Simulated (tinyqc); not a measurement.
Switching kinetics of a ferroelectric film and the memory window of a ferroelectric gate stack: one step, computed by the program tinyqc. Command: `OMP_NUM_THREADS=1 python tinyqc.py 3010414 3010415 out.jsonl feswitch walk`. One thread of a shared host (Intel(R) Xeon(R) Processor @ 2.30GHz), about 0.01 s of CPU time with the checks.

Fields in MV/cm; 1 microcoulomb/cm^2 over eps_0 is 11.29409 MV/cm. In the stack (metal, ferroelectric, interlayer, channel) the channel is taken as a conductor.

Problem. Memory window. Saturated branches: P(E) = P_s tanh[(E -/+ E_c)/(2 delta)], delta = E_c/ln[(1 + P_r/P_s)/(1 - P_r/P_s)]; D = P + eps_0 eps_F E. At threshold the channel charge is negligible, so D = 0 on each branch: (1 - s) P(E) + eps_0 eps_F E = 0, with the screened share s. The rising branch has the root E0 between 0 and E_c; window = 2 E0 t_F; its upper bound is 2 E_c t_F.

Inputs (values chosen for the exercise, for a model film):

| quantity | value | unit |
|---|---|---|
| saturation polarisation P_s | 25 | microcoulomb/cm^2 |
| ratio P_r/P_s | 0.9 | - |
| coercive field E_c | 0.93 | MV/cm |
| permittivity of the ferroelectric eps_F | 36 | - |
| thickness t_F | 7.9 | nm |
| share s of P screened by trapped charge | 0.68 | - |

delta = 0.3158496 MV/cm

Give: field E0; memory window; bound 2 E_c t_F; fixed-charge estimate 2 (1 - s) P_r t_F/(eps_0 eps_F).

Solution.

field E0 = 0.73847 MV/cm

memory window = 1.1668 V

bound 2 E_c t_F = 1.4694 V

fixed-charge estimate 2 (1 - s) P_r t_F/(eps_0 eps_F) = 3.5689 V

Charge and coercive field both limit the window.
